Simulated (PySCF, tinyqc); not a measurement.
Worked calculation: coupled-perturbed Hartree-Fock on RHF in the sto-6g basis, for Be, spin multiplicity 1. The lowest restricted solution is unstable here: a spin-polarised one lies 0.0017 hartree lower (PySCF). Computed by tinyqc, a small Python program that keeps every step (integrals from PySCF). Settings: charge = 0, multiplicity = 1, basis = sto-6g, method = RHF, energy threshold = 1e-10, iteration cap = 67, orthogonalisation = canonical, start = atomic densities, DIIS depth = 6. Command: `OMP_NUM_THREADS=1 python tinyqc.py 23549 23550 out.jsonl` (the two numbers bound the seeds that draw the settings). One thread of a shared host (Intel(R) Xeon(R) Processor @ 2.60GHz), about 0.1 s of CPU time with the checks. The early iterations of the SCF are left out here.

## One-electron integrals

Geometry (angstrom):
```
atom        x        y        z
Be    0.00000  0.00000  0.00000
```

Basis sto-6g: exponents (1/bohr^2) and contraction coefficients of normalised primitives:
```
element  l (shell)   exponent  coefficient
Be           s (1)  312.87049      0.00916
Be           s (1)   57.36446      0.04936
Be           s (1)   16.04851      0.16854
Be           s (1)    5.51310      0.37056
Be           s (1)    2.14090      0.41649
Be           s (1)    0.88174      0.13033
Be           s (2)   13.63325     -0.01325
Be           s (2)    2.69838     -0.04699
Be           s (2)    0.83865     -0.03379
Be           s (2)    0.32266      0.25024
Be           s (2)    0.14013      0.59512
Be           s (2)    0.06423      0.24071
Be           p (3)   13.63325      0.00376
Be           p (3)    2.69838      0.03768
Be           p (3)    0.83865      0.17390
Be           p (3)    0.32266      0.41804
Be           p (3)    0.14013      0.42586
Be           p (3)    0.06423      0.10171
```

Overlap, kinetic and nuclear-attraction integrals over the contracted functions; the nuclear repulsion is the sum of Za Zb / Rab.

nuclear repulsion = 0 hartree

overlap S:
```
          1Be 1s   1Be 2s  1Be 2px  1Be 2py  1Be 2pz
1Be 1s   1.00000  0.25476  0.00000  0.00000  0.00000
1Be 2s   0.25476  1.00000  0.00000  0.00000  0.00000
1Be 2px  0.00000  0.00000  1.00000  0.00000  0.00000
1Be 2py  0.00000  0.00000  0.00000  1.00000  0.00000
1Be 2pz  0.00000  0.00000  0.00000  0.00000  1.00000
```

kinetic energy T (hartree):
```
           1Be 1s    1Be 2s  1Be 2px  1Be 2py  1Be 2pz
1Be 1s    6.76875  -0.20738  0.00000  0.00000  0.00000
1Be 2s   -0.20738   0.22012  0.00000  0.00000  0.00000
1Be 2px   0.00000   0.00000  0.66127  0.00000  0.00000
1Be 2py   0.00000   0.00000  0.00000  0.66127  0.00000
1Be 2pz   0.00000   0.00000  0.00000  0.00000  0.66127
```

nuclear attraction V (hartree):
```
            1Be 1s    1Be 2s   1Be 2px   1Be 2py   1Be 2pz
1Be 1s   -14.71479  -1.65073   0.00000   0.00000   0.00000
1Be 2s    -1.65073  -2.30009   0.00000   0.00000   0.00000
1Be 2px    0.00000   0.00000  -2.29999   0.00000   0.00000
1Be 2py    0.00000   0.00000   0.00000  -2.29999   0.00000
1Be 2pz    0.00000   0.00000   0.00000   0.00000  -2.29999
```

core Hamiltonian H = T + V (hartree):
```
           1Be 1s    1Be 2s   1Be 2px   1Be 2py   1Be 2pz
1Be 1s   -7.94604  -1.85812   0.00000   0.00000   0.00000
1Be 2s   -1.85812  -2.07997   0.00000   0.00000   0.00000
1Be 2px   0.00000   0.00000  -1.63872   0.00000   0.00000
1Be 2py   0.00000   0.00000   0.00000  -1.63872   0.00000
1Be 2pz   0.00000   0.00000   0.00000   0.00000  -1.63872
```

## Two-electron integrals

Functions are numbered as in S; the eight-fold symmetry (ij|kl) = (ji|kl) = (kl|ij) leaves the list below.

Two-electron integrals (ij|kl) in chemists' order, unique and non-zero (hartree):
```
(11|11) 2.30000   (21|11) 0.36188   (21|21) 0.07193   (22|11) 0.57033
(22|21) 0.13965   (22|22) 0.41777   (31|31) 0.01525   (32|31) 0.02255
(32|32) 0.09234   (33|11) 0.57033   (33|21) 0.13965   (33|22) 0.41777
(33|33) 0.45012   (41|41) 0.01525   (42|41) 0.02255   (42|42) 0.09234
(43|43) 0.02426   (44|11) 0.57033   (44|21) 0.13965   (44|22) 0.41777
(44|33) 0.40160   (44|44) 0.45012   (51|51) 0.01525   (52|51) 0.02255
(52|52) 0.09234   (53|53) 0.02426   (54|54) 0.02426   (55|11) 0.57033
(55|21) 0.13965   (55|22) 0.41777   (55|33) 0.40160   (55|44) 0.40160
(55|55) 0.45012
```

## Orthogonalisation

S = U s U^T; canonical form X = U s^(-1/2), so that X^T S X = 1. Each column of U has its largest component positive (the first on a tie).

eigenvalues of S: 0.74524  1.00000  1.00000  1.00000  1.25476

X:
```
                1        2        3        4        5
1Be 1s    0.81910  0.00000  0.00000  0.00000  0.63125
1Be 2s   -0.81910  0.00000  0.00000  0.00000  0.63125
1Be 2px   0.00000  1.00000  0.00000  0.00000  0.00000
1Be 2py   0.00000  0.00000  1.00000  0.00000  0.00000
1Be 2pz   0.00000  0.00000  0.00000  1.00000  0.00000
```

Within a degenerate level the vectors are fixed only up to a rotation; this is one choice.

## Iteration 3 (converged): orbitals

converged F (hartree):
```
           1Be 1s    1Be 2s  1Be 2px  1Be 2py  1Be 2pz
1Be 1s   -4.54067  -1.22517  0.00000  0.00000  0.00000
1Be 2s   -1.22517  -0.56637  0.00000  0.00000  0.00000
1Be 2px   0.00000   0.00000  0.21970  0.00000  0.00000
1Be 2py   0.00000   0.00000  0.00000  0.21970  0.00000
1Be 2pz   0.00000   0.00000  0.00000  0.00000  0.21970
```

Diagonalise F' = X^T F X, C = X C', fill 2 alpha and 2 beta electrons from the bottom; D = 2 C_occ C_occ^T. Each column has its largest component positive (the first on a tie).

F' = X^T F X (hartree):
```
          1        2        3        4         5
1  -1.78245  0.00000  0.00000  0.00000  -2.05495
2   0.00000  0.21970  0.00000  0.00000   0.00000
3   0.00000  0.00000  0.21970  0.00000   0.00000
4   0.00000  0.00000  0.00000  0.21970   0.00000
5  -2.05495  0.00000  0.00000  0.00000  -3.01148
```

orbital energies (hartree): MO1 -4.54183, MO2 -0.25210, MO3 0.21970, MO4 0.21970, MO5 0.21970

coefficients C:
```
             MO1       MO2      MO3      MO4      MO5
1Be 1s   0.99552  -0.27991  0.00000  0.00000  0.00000
1Be 2s   0.01705   1.03398  0.00000  0.00000  0.00000
1Be 2px  0.00000   0.00000  1.00000  0.00000  0.00000
1Be 2py  0.00000   0.00000  0.00000  0.00000  1.00000
1Be 2pz  0.00000   0.00000  0.00000  1.00000  0.00000
```

D after iteration 3:
```
           1Be 1s    1Be 2s  1Be 2px  1Be 2py  1Be 2pz
1Be 1s    2.13882  -0.54489  0.00000  0.00000  0.00000
1Be 2s   -0.54489   2.13882  0.00000  0.00000  0.00000
1Be 2px   0.00000   0.00000  0.00000  0.00000  0.00000
1Be 2py   0.00000   0.00000  0.00000  0.00000  0.00000
1Be 2pz   0.00000   0.00000  0.00000  0.00000  0.00000
```

Within a degenerate level the vectors are fixed only up to a rotation; this is one choice.

## Convergence

Stop when the energy changes by less than 1e-10 hartree and every element of the error matrix X^T (F D S - S D F) X is below 3e-06.

Course of the cycle:
```
iteration  E (hartree)    change  largest element of the error matrix
1          -14.5962830         -                             1.48e-02
2          -14.5033611  9.29e-02                             1.04e-15
3          -14.5033611   0.00000                             1.15e-15
```

PySCF RHF in the same basis = -14.5033611 hartree

Converged in 3 iterations.

## Integrals over molecular orbitals

(pq|rs) = sum C_ip C_jq C_kr C_ls (ij|kl), one index at a time.

one-electron integrals over orbitals h = C^T H C (hartree):
```
          1         2         3         4         5
1  -7.93869   0.27374   0.00000   0.00000   0.00000
2   0.27374  -1.77074   0.00000   0.00000   0.00000
3   0.00000   0.00000  -1.63872   0.00000   0.00000
4   0.00000   0.00000   0.00000  -1.63872   0.00000
5   0.00000   0.00000   0.00000   0.00000  -1.63872
```

Two-electron integrals over orbitals (pq|rs), unique and non-zero (hartree):
```
(11|11) 2.28383    (21|11) -0.25859   (21|21) 0.04703    (22|11) 0.58003
(22|21) -0.01515   (22|22) 0.40561    (31|31) 0.01591    (32|31) 0.02049
(32|32) 0.08686    (33|11) 0.57010    (33|21) -0.00847   (33|22) 0.41050
(33|33) 0.45012    (41|41) 0.01591    (42|41) 0.02049    (42|42) 0.08686
(43|43) 0.02426    (44|11) 0.57010    (44|21) -0.00847   (44|22) 0.41050
(44|33) 0.40160    (44|44) 0.45012    (51|51) 0.01591    (52|51) 0.02049
(52|52) 0.08686    (53|53) 0.02426    (54|54) 0.02426    (55|11) 0.57010
(55|21) -0.00847   (55|22) 0.41050    (55|33) 0.40160    (55|44) 0.40160
(55|55) 0.45012
```

## Response to a field: uncoupled start

dipole integrals <a|y|i> (bohr):
```
         i1       i2
a3  0.00000  0.00000
a4  0.00000  0.00000
a5  0.14241  1.26373
```

Field along y; U_ai = -mu_ai / (e_a - e_i), alpha = -4 sum U_ai mu_ai.

uncoupled U:
```
          i1        i2
a3   0.00000   0.00000
a4   0.00000   0.00000
a5  -0.02991  -2.67857
```

uncoupled polarisability = 13.55705 bohr^3

## Coupled step 1

U_ai = -(mu_ai + sum_bj [4 (ai|bj) - (ab|ij) - (aj|bi)] U_bj) / (e_a - e_i); alpha = -4 sum U_ai mu_ai.

U after step 1:
```
         i1        i2
a3  0.00000   0.00000
a4  0.00000   0.00000
a5  0.00615  -3.52526
```

polarisability = 17.81644 bohr^3

## Coupled step 2

As before.

U after step 2:
```
         i1        i2
a3  0.00000   0.00000
a4  0.00000   0.00000
a5  0.02254  -3.79964
```

polarisability = 19.19408 bohr^3

## Coupled polarisability

Repeat until U stops changing; compare with -d2E/dF2.

Course of the coupled iterations:
```
step  alpha (bohr^3)
0           13.55705
1           17.81644
2           19.19408
3           19.64375
4           19.79094
5           19.83917
6           19.85497
7           19.86015
8           19.86184
9           19.86240
10          19.86258
11          19.86264
12          19.86266
13          19.86267
14          19.86267
15          19.86267
16          19.86267
17          19.86267
18          19.86267
```

coupled polarisability = 19.86267 bohr^3

finite-field check, fields of +/-0.001 au = 19.86251 bohr^3
